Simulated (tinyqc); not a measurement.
Worked calculation: RKS/BP86 in the sto-3g basis, for Li-, spin multiplicity 1. The basis has no diffuse functions, so it cannot describe the extra electron: this is an exercise in the method, not the real anion. Computed by tinyqc, a small Python program that keeps every step (integrals from PySCF). Settings: charge = -1, multiplicity = 1, basis = sto-3g, energy threshold = 1e-10, iteration cap = 59, orthogonalisation = symmetric, start = random, DIIS depth = 4, method = RKS, functional = b88,p86, grid = [40, 86]. Command: `OMP_NUM_THREADS=1 python tinyqc.py 28711 28712 out.jsonl` (the two numbers bound the seeds that draw the settings). One thread of a shared host (Intel(R) Xeon(R) Processor @ 2.60GHz), about 0.2 s of CPU time with the checks. Later iterations appear only in the table of the cycle.

## One-electron integrals

Geometry (angstrom):
```
atom         x         y         z
Li    0.000000  0.000000  0.000000
```

Basis sto-3g: exponents (1/bohr^2) and contraction coefficients of normalised primitives:
```
element  l (shell)   exponent  coefficient
Li           s (1)  16.119575     0.154329
Li           s (1)   2.936201     0.535328
Li           s (1)   0.794651     0.444635
Li           s (2)   0.636290    -0.099967
Li           s (2)   0.147860     0.399513
Li           s (2)   0.048089     0.700115
Li           p (3)   0.636290     0.155916
Li           p (3)   0.147860     0.607684
Li           p (3)   0.048089     0.391957
```

Overlap, kinetic and nuclear-attraction integrals over the contracted functions; the nuclear repulsion is the sum of Za Zb / Rab.

nuclear repulsion = 0 hartree

overlap S, order 1Li 1s, 1Li 2s, 1Li 2px, 1Li 2py, 1Li 2pz:
```
[[1.000000, 0.241137, 0.000000, 0.000000, 0.000000],
 [0.241137, 1.000000, 0.000000, 0.000000, 0.000000],
 [0.000000, 0.000000, 1.000000, 0.000000, 0.000000],
 [0.000000, 0.000000, 0.000000, 1.000000, 0.000000],
 [0.000000, 0.000000, 0.000000, 0.000000, 1.000000]]
```

kinetic energy T (hartree), order 1Li 1s, 1Li 2s, 1Li 2px, 1Li 2py, 1Li 2pz:
```
[[3.576786, -0.020237, 0.000000, 0.000000, 0.000000],
 [-0.020237, 0.102163, 0.000000, 0.000000, 0.000000],
 [0.000000, 0.000000, 0.319682, 0.000000, 0.000000],
 [0.000000, 0.000000, 0.000000, 0.319682, 0.000000],
 [0.000000, 0.000000, 0.000000, 0.000000, 0.319682]]
```

nuclear attraction V (hartree), order 1Li 1s, 1Li 2s, 1Li 2px, 1Li 2py, 1Li 2pz:
```
[[-7.982881, -0.964343, 0.000000, 0.000000, 0.000000],
 [-0.964343, -1.206923, 0.000000, 0.000000, 0.000000],
 [0.000000, 0.000000, -1.197261, 0.000000, 0.000000],
 [0.000000, 0.000000, 0.000000, -1.197261, 0.000000],
 [0.000000, 0.000000, 0.000000, 0.000000, -1.197261]]
```

core Hamiltonian H = T + V (hartree), order 1Li 1s, 1Li 2s, 1Li 2px, 1Li 2py, 1Li 2pz:
```
[[-4.406095, -0.984581, 0.000000, 0.000000, 0.000000],
 [-0.984581, -1.104759, 0.000000, 0.000000, 0.000000],
 [0.000000, 0.000000, -0.877579, 0.000000, 0.000000],
 [0.000000, 0.000000, 0.000000, -0.877579, 0.000000],
 [0.000000, 0.000000, 0.000000, 0.000000, -0.877579]]
```

## Two-electron integrals

Functions are numbered as in S; the eight-fold symmetry (ij|kl) = (ji|kl) = (kl|ij) leaves the list below.

Two-electron integrals (ij|kl) in chemists' order, unique and non-zero (hartree):
```
(11|11) 1.680395   (21|11) 0.265420   (21|21) 0.049941   (22|11) 0.397727
(22|21) 0.092860   (22|22) 0.290562   (31|31) 0.008981   (32|31) 0.013788
(32|32) 0.064184   (33|11) 0.396640   (33|21) 0.092880   (33|22) 0.290497
(33|33) 0.312946   (41|41) 0.008981   (42|41) 0.013788   (42|42) 0.064184
(43|43) 0.016869   (44|11) 0.396640   (44|21) 0.092880   (44|22) 0.290497
(44|33) 0.279207   (44|44) 0.312946   (51|51) 0.008981   (52|51) 0.013788
(52|52) 0.064184   (53|53) 0.016869   (54|54) 0.016869   (55|11) 0.396640
(55|21) 0.092880   (55|22) 0.290497   (55|33) 0.279207   (55|44) 0.279207
(55|55) 0.312946
```

## Orthogonalisation

S = U s U^T; symmetric (Loewdin) form X = U s^(-1/2) U^T, so that X^T S X = 1.

eigenvalues of S: [0.758863, 1.000000, 1.000000, 1.000000, 1.241137]

X, order 1Li 1s, 1Li 2s, 1Li 2px, 1Li 2py, 1Li 2pz:
```
[[1.022776, -0.125161, 0.000000, 0.000000, 0.000000],
 [-0.125161, 1.022776, 0.000000, 0.000000, 0.000000],
 [0.000000, 0.000000, 1.000000, 0.000000, 0.000000],
 [0.000000, 0.000000, 0.000000, 1.000000, 0.000000],
 [0.000000, 0.000000, 0.000000, 0.000000, 1.000000]]
```

## Starting guess

The start is random orthonormal orbitals; D = 2 C_occ C_occ^T.

D at the start, order 1Li 1s, 1Li 2s, 1Li 2px, 1Li 2py, 1Li 2pz:
```
[[1.392286, -0.143651, 0.539138, -0.137495, -0.782533],
 [-0.143651, 1.085502, 0.617091, -0.034759, 0.815627],
 [0.539138, 0.617091, 0.631446, -0.083995, 0.158714],
 [-0.137495, -0.034759, -0.083995, 0.015816, 0.043684],
 [-0.782533, 0.815627, 0.158714, 0.043684, 0.944230]]
```

## Iteration 1: exchange-correlation on the grid

Becke grid with 40 radial and 86 angular points per atom, points of zero weight dropped. rho = sum D_ij phi_i phi_j; V_xc,ij = sum w v_xc phi_i phi_j plus the gradient terms; v_xc is d(rho eps)/d rho at fixed gradient.

The 16 grid points with the largest w rho, of 3440 (bohr, atomic units):
```
x                 y         z         w       rho  |grad rho|^2     eps_xc       v_xc
1.120181   0.000000  2.775679  0.539233  0.019806      0.000315  -0.246756  -0.310054
2.078335  -0.565904  2.078335  0.542163  0.019263      0.000303  -0.244842  -0.307308
2.078335   0.565904  2.078335  0.542163  0.018974      0.000296  -0.243795  -0.305838
1.279677   0.000000  3.170890  0.776611  0.013164      0.000180  -0.220553  -0.271888
0.975779   0.000000  2.417868  0.370076  0.027323      0.000446  -0.270073  -0.343827
2.374256  -0.646479  2.374256  0.780832  0.012789      0.000171  -0.218778  -0.269410
1.810418  -0.492953  1.810418  0.372087  0.026662      0.000445  -0.268276  -0.341063
2.374256   0.646479  2.374256  0.780832  0.012597      0.000167  -0.217862  -0.268120
1.810418   0.492953  1.810418  0.372087  0.026254      0.000435  -0.267081  -0.339409
0.000000   0.000000  2.993192  0.526985  0.017708      0.000257  -0.238934  -0.299356
1.106292  -1.106292  2.551751  0.507198  0.018234      0.000277  -0.241049  -0.302024
2.775679   0.000000  1.120181  0.539233  0.017053      0.000246  -0.236479  -0.295728
1.106292   1.106292  2.551751  0.507198  0.018069      0.000272  -0.240407  -0.301173
0.000000   0.000000  3.419373  0.758972  0.011777      0.000146  -0.213754  -0.262532
1.263810  -1.263810  2.915079  0.730474  0.012110      0.000156  -0.215486  -0.264794
0.000000   0.000000  2.607342  0.361670  0.024365      0.000361  -0.261140  -0.331765
```

electrons on the grid, sum of w rho = 4.000000

E_xc = sum of w rho eps_xc = -1.61590757 hartree

V_xc (hartree), order 1Li 1s, 1Li 2s, 1Li 2px, 1Li 2py, 1Li 2pz:
```
[[-0.984255, -0.130968, -0.016075, 0.002683, 0.003223],
 [-0.130968, -0.211725, -0.048003, 0.004243, -0.039080],
 [-0.016075, -0.048003, -0.210712, 0.003701, 0.005420],
 [0.002683, 0.004243, 0.003701, -0.190840, -0.003407],
 [0.003223, -0.039080, 0.005420, -0.003407, -0.227557]]
```

## Iteration 1: building the Kohn-Sham matrix

J_ij = sum D_kl (ij|kl); F = H + J + V_xc; E = tr D H + tr D J / 2 + E_xc + E_nn.

Coulomb J (hartree), order 1Li 1s, 1Li 2s, 1Li 2px, 1Li 2py, 1Li 2pz:
```
[[3.326316, 0.603811, 0.026702, -0.003428, 0.008436],
 [0.603811, 1.304800, 0.094083, -0.008254, 0.083121],
 [0.026702, 0.094083, 1.306546, -0.002834, 0.005355],
 [-0.003428, -0.008254, -0.002834, 1.285776, 0.001474],
 [0.008436, 0.083121, 0.005355, 0.001474, 1.317099]]
```

Kohn-Sham matrix F (hartree), order 1Li 1s, 1Li 2s, 1Li 2px, 1Li 2py, 1Li 2pz:
```
[[-2.064033, -0.511738, 0.010626, -0.000745, 0.011659],
 [-0.511738, -0.011684, 0.046079, -0.004011, 0.044042],
 [0.010626, 0.046079, 0.218254, 0.000867, 0.010775],
 [-0.000745, -0.004011, 0.000867, 0.217356, -0.001933],
 [0.011659, 0.044042, 0.010775, -0.001933, 0.211963]]
```

total energy of this density = -5.94636731 hartree

## Iteration 1: diagonalisation and new density

Diagonalise F' = X^T F X, C = X C', fill 2 alpha and 2 beta electrons from the bottom; D = 2 C_occ C_occ^T. Each column has its largest component positive (the first on a tie).

F' = X^T F X (hartree):
```
[[-2.028292, -0.277614, 0.005101, -0.000260, 0.006412],
 [-0.277614, 0.086461, 0.045799, -0.004009, 0.043585],
 [0.005101, 0.045799, 0.218254, 0.000867, 0.010775],
 [-0.000260, -0.004009, 0.000867, 0.217356, -0.001933],
 [0.006412, 0.043585, 0.010775, -0.001933, 0.211963]]
```

orbital energies (hartree): [-2.064244, 0.093514, 0.203750, 0.217647, 0.255075]

coefficients C, order 1Li 1s, 1Li 2s, 1Li 2px, 1Li 2py, 1Li 2pz:
```
[[0.998260, -0.234367, -0.005947, 0.000822, -0.101240],
 [0.007015, 0.933950, 0.027130, -0.003333, 0.434371],
 [-0.004764, -0.299607, -0.646003, 0.150369, 0.685771],
 [0.000336, 0.026305, 0.154975, 0.985823, -0.058679],
 [-0.005226, -0.296507, 0.746973, -0.074372, 0.590386]]
```

D after iteration 1, order 1Li 1s, 1Li 2s, 1Li 2px, 1Li 2py, 1Li 2pz:
```
[[2.102902, -0.423768, 0.130924, -0.011659, 0.128549],
 [-0.423768, 1.744624, -0.559703, 0.049140, -0.553919],
 [0.130924, -0.559703, 0.179574, -0.015765, 0.177721],
 [-0.011659, 0.049140, -0.015765, 0.001384, -0.015603],
 [0.128549, -0.553919, 0.177721, -0.015603, 0.175888]]
```

## Iteration 2: exchange-correlation on the grid

As before.

The 16 grid points with the largest w rho, of 3440 (bohr, atomic units):
```
x                  y          z         w       rho  |grad rho|^2     eps_xc       v_xc
-2.078335   0.565904  -2.078335  0.542163  0.014457      0.000176  -0.225441  -0.280931
-2.078335  -0.565904  -2.078335  0.542163  0.014158      0.000170  -0.224115  -0.279081
-1.810418   0.492953  -1.810418  0.372087  0.020126      0.000255  -0.246977  -0.312549
-2.374256   0.646479  -2.374256  0.780832  0.009541      0.000096  -0.201399  -0.245821
-1.810418  -0.492953  -1.810418  0.372087  0.019714      0.000247  -0.245516  -0.310516
-2.775679   0.000000  -1.120181  0.539233  0.013561      0.000158  -0.221415  -0.275311
-2.374256  -0.646479  -2.374256  0.780832  0.009341      0.000093  -0.200225  -0.244188
-1.120181   0.000000  -2.775679  0.539233  0.013511      0.000157  -0.221185  -0.274990
-2.417868   0.000000  -0.975779  0.370076  0.018892      0.000232  -0.242540  -0.306372
-0.975779   0.000000  -2.417868  0.370076  0.018824      0.000230  -0.242287  -0.306019
-3.170890   0.000000  -1.279677  0.776611  0.008944      0.000086  -0.197835  -0.240859
-1.728120   1.728120  -1.728120  0.545240  0.012712      0.000142  -0.217435  -0.269742
-1.279677   0.000000  -3.170890  0.776611  0.008911      0.000085  -0.197631  -0.240575
-2.551751   1.106292  -1.106292  0.507198  0.013152      0.000150  -0.219519  -0.272659
-1.106292   1.106292  -2.551751  0.507198  0.013109      0.000149  -0.219317  -0.272377
-1.505349   1.505349  -1.505349  0.374199  0.017723      0.000210  -0.238155  -0.300250
```

electrons on the grid, sum of w rho = 4.000000

E_xc = sum of w rho eps_xc = -2.11946865 hartree

V_xc (hartree), order 1Li 1s, 1Li 2s, 1Li 2px, 1Li 2py, 1Li 2pz:
```
[[-1.100794, -0.142851, 0.004678, -0.000408, 0.004644],
 [-0.142851, -0.204543, 0.039849, -0.003495, 0.039451],
 [0.004678, 0.039849, -0.200846, -0.000366, 0.004150],
 [-0.000408, -0.003495, -0.000366, -0.205005, -0.000363],
 [0.004644, 0.039451, 0.004150, -0.000363, -0.200926]]
```

## Iteration 2: building the Kohn-Sham matrix

As before.

Coulomb J (hartree), order 1Li 1s, 1Li 2s, 1Li 2px, 1Li 2py, 1Li 2pz:
```
[[4.144176, 0.710976, -0.013083, 0.001146, -0.012966],
 [0.710976, 1.368263, -0.068238, 0.005986, -0.067561],
 [-0.013083, -0.068238, 1.367875, -0.000532, 0.005996],
 [0.001146, 0.005986, -0.000532, 1.361864, -0.000526],
 [-0.012966, -0.067561, 0.005996, -0.000526, 1.367751]]
```

Kohn-Sham matrix F (hartree), order 1Li 1s, 1Li 2s, 1Li 2px, 1Li 2py, 1Li 2pz:
```
[[-1.362713, -0.416455, -0.008405, 0.000737, -0.008322],
 [-0.416455, 0.058960, -0.028389, 0.002491, -0.028110],
 [-0.008405, -0.028389, 0.289450, -0.000898, 0.010146],
 [0.000737, 0.002491, -0.000898, 0.279279, -0.000889],
 [-0.008322, -0.028110, 0.010146, -0.000889, 0.289246]]
```

total energy of this density = -7.22383116 hartree

## Iteration 2: DIIS over 2 matrices

error matrix X^T (FDS - SDF) X:
```
[[0.000000, 0.045767, 0.057712, -0.004799, 0.058774],
 [-0.045767, 0.000000, 0.101628, -0.008871, 0.100900],
 [-0.057712, -0.101628, 0.000000, 0.000000, 0.000000],
 [0.004799, 0.008871, 0.000000, 0.000000, 0.000000],
 [-0.058774, -0.100900, 0.000000, 0.000000, 0.000000]]
```

B (overlaps of the stored error matrices):
```
[[8.7833441e+00, -9.0673232e-02],
 [-9.0673232e-02, 5.8981107e-02]]
```

Minimise |sum c_i e_i|^2 with sum c_i = 1: solve [B -1; -1 0][c; lambda] = [0; -1] with B_ij = tr e_i^T e_j, and take F = sum c_i F_i.

DIIS coefficients: [0.016585, 0.983415]

extrapolated F (hartree), order 1Li 1s, 1Li 2s, 1Li 2px, 1Li 2py, 1Li 2pz:
```
[[-1.374344, -0.418036, -0.008089, 0.000713, -0.007990],
 [-0.418036, 0.057789, -0.027154, 0.002383, -0.026913],
 [-0.008089, -0.027154, 0.288269, -0.000869, 0.010156],
 [0.000713, 0.002383, -0.000869, 0.278252, -0.000906],
 [-0.007990, -0.026913, 0.010156, -0.000906, 0.287965]]
```

## Iteration 2: diagonalisation and new density

As before.

F' = X^T F X (hartree):
```
[[-1.329730, -0.275309, -0.004875, 0.000431, -0.004804],
 [-0.275309, 0.145949, -0.026760, 0.002348, -0.026526],
 [-0.004875, -0.026760, 0.288269, -0.000869, 0.010156],
 [0.000431, 0.002348, -0.000869, 0.278252, -0.000906],
 [-0.004804, -0.026526, 0.010156, -0.000906, 0.287965]]
```

orbital energies (hartree): [-1.379527, 0.184326, 0.277954, 0.278180, 0.309774]

coefficients C, order 1Li 1s, 1Li 2s, 1Li 2px, 1Li 2py, 1Li 2pz:
```
[[0.984196, -0.293307, 0.000230, -0.000026, 0.084064],
 [0.058678, 0.981111, -0.000780, 0.000094, -0.309376],
 [0.005694, 0.212691, -0.686497, 0.156975, 0.677356],
 [-0.000501, -0.018664, 0.160846, 0.985014, -0.059392],
 [0.005628, 0.211159, 0.709119, -0.071459, 0.668897]]
```

D after iteration 2, order 1Li 1s, 1Li 2s, 1Li 2px, 1Li 2py, 1Li 2pz:
```
[[2.109340, -0.460032, -0.113558, 0.009962, -0.112790],
 [-0.460032, 1.932045, 0.418014, -0.036683, 0.415001],
 [-0.113558, 0.418014, 0.090539, -0.007945, 0.089887],
 [0.009962, -0.036683, -0.007945, 0.000697, -0.007888],
 [-0.112790, 0.415001, 0.089887, -0.007888, 0.089240]]
```

## Iteration 9 (converged): orbitals

converged F (hartree), order 1Li 1s, 1Li 2s, 1Li 2px, 1Li 2py, 1Li 2pz:
```
[[-1.366483, -0.418836, 0.000000, 0.000000, 0.000000],
 [-0.418836, 0.039849, 0.000000, 0.000000, 0.000000],
 [0.000000, 0.000000, 0.267082, 0.000000, 0.000000],
 [0.000000, 0.000000, 0.000000, 0.267082, 0.000000],
 [0.000000, 0.000000, 0.000000, 0.000000, 0.267082]]
```

As before.

F' = X^T F X (hartree):
```
[[-1.321582, -0.274869, 0.000000, 0.000000, 0.000000],
 [-0.274869, 0.127511, 0.000000, 0.000000, 0.000000],
 [0.000000, 0.000000, 0.267082, 0.000000, 0.000000],
 [0.000000, 0.000000, 0.000000, 0.267082, 0.000000],
 [0.000000, 0.000000, 0.000000, 0.000000, 0.267082]]
```

orbital energies (hartree): [-1.371968, 0.177897, 0.267082, 0.267082, 0.267082]

coefficients C, order 1Li 1s, 1Li 2s, 1Li 2px, 1Li 2py, 1Li 2pz:
```
[[0.983446, -0.307522, 0.000000, 0.000000, 0.000000],
 [0.061302, 1.028581, 0.000000, 0.000000, 0.000000],
 [0.000000, 0.000000, 0.954042, 0.295899, -0.047420],
 [0.000000, 0.000000, -0.296987, 0.954718, -0.017682],
 [0.000000, 0.000000, 0.040041, 0.030952, 0.998719]]
```

D after iteration 9, order 1Li 1s, 1Li 2s, 1Li 2px, 1Li 2py, 1Li 2pz:
```
[[2.123473, -0.512047, 0.000000, 0.000000, 0.000000],
 [-0.512047, 2.123473, 0.000000, 0.000000, 0.000000],
 [0.000000, 0.000000, 0.000000, 0.000000, 0.000000],
 [0.000000, 0.000000, 0.000000, 0.000000, 0.000000],
 [0.000000, 0.000000, 0.000000, 0.000000, 0.000000]]
```

Within a degenerate level the vectors are fixed only up to a rotation; this is one choice.

## Convergence

Stop when the energy changes by less than 1e-10 hartree and every element of the error matrix X^T (F D S - S D F) X is below 3e-06.

Course of the cycle:
```
iteration  E (hartree)     change  largest element of the error matrix
1          -5.94636731          -                             1.56e+00
2          -7.22383116  -1.28e+00                             1.02e-01
3          -7.25802665  -3.42e-02                             8.06e-02
4          -7.29365545  -3.56e-02                             1.36e-02
5          -7.29447922  -8.24e-04                             4.63e-04
6          -7.29447994  -7.29e-07                             1.12e-04
7          -7.29447998  -3.55e-08                             4.48e-05
8          -7.29447998  -4.40e-09                             5.10e-08
9          -7.29447998  -8.88e-15                             1.20e-09
```

PySCF RKS in the same basis, fine grid = -7.29447936 hartree

Converged in 9 iterations.

## Populations

Mulliken: Z minus the diagonal of D S on the atom; Loewdin: the same with S^(1/2) D S^(1/2).

Charges (e):
```
atom   Mulliken    Loewdin
1Li   -1.000000  -1.000000
```
